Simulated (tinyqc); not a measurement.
## MESFET, gradual channel with velocity saturation: depletion, velocity and field along the channel

A uniformly doped n-type channel, depleted from the top by a Schottky gate; at channel potential V the depleted share of a is u = sqrt((Vbi - Vg + V)/Vp), s at the source. Electrons drift with v = mu E/(1 + mu E/vsat). Abrupt depletion edge, no series resistance, source at 0.

Vbi = phiB - Vt ln(Nc/Nd); Vp = q Nd a^2/(2 eps0 eps_r); G0 = q mu Nd a W/L; Z = mu Vp/(vsat L); s = sqrt((Vbi - Vg)/Vp). I = (G0 Vp/3) F/(1 + Z (u^2 - s^2)), F = 3 (u^2 - s^2) - 2 (u^3 - s^3), with u at V = Vd; Z = 0 gives constant mobility, for which u stops at 1. At channel potential V: y/L = (G0 Vp/3) F(u)/I - Z V/Vp, v = vsat I Z/(G0 Vp (1 - u)), E = (vsat/mu) w/(1 - w) with w = v/vsat.

Inputs (values chosen for the exercise); material values close to those of gallium arsenide: temperature T = 325 K; relative permittivity of the semiconductor eps_r = 12.8; conduction-band density of states at T Nc = 5.05e17 cm^-3; donor density of the channel Nd = 4.5e16 cm^-3; channel thickness a = 220 nm; low-field mobility at this doping mu = 4200 cm^2/(V s); saturation velocity vsat = 9.5e6 cm/s; gate length L = 5 um; gate width W = 200 um; Schottky barrier phiB = 0.65 V; gate voltage Vg = -0.6 V; drain voltage Vd = 0.15 V.

Constants: q = 1.602176634e-19 C, kB = 1.380649e-23 J/K, Vt = kB T/q, eps0 = 8.8541878128e-14 F/cm where lengths are in cm. Results are converted to the units shown.

Along the channel:
```
V (V)       u    y/L  v (cm/s)  E (kV/cm)
0      0.8763  0.000   8.675e5     0.2273
0.025  0.8856  0.211   9.373e5     0.2476
0.05   0.8947  0.404   1.018e6     0.2716
0.075  0.9037  0.579   1.114e6     0.3005
0.1    0.9126  0.737   1.228e6     0.3358
0.125  0.9215  0.877   1.367e6     0.3800
0.15   0.9303  1.000   1.538e6     0.4371
```

What does the table show?

From source to drain the open share 1 - u falls from 0.124 to 0.0697, so the velocity rises by a factor of 1.77, to 0.162 vsat, and the field by 1.92. Half of Vd drops over the last 42 % of the gate length.

Numbers from tinyqc (`OMP_NUM_THREADS=1 python tinyqc.py 2500108 2500109 out.jsonl`; about 0.06 s on one thread of a shared Intel Xeon 2.30GHz).
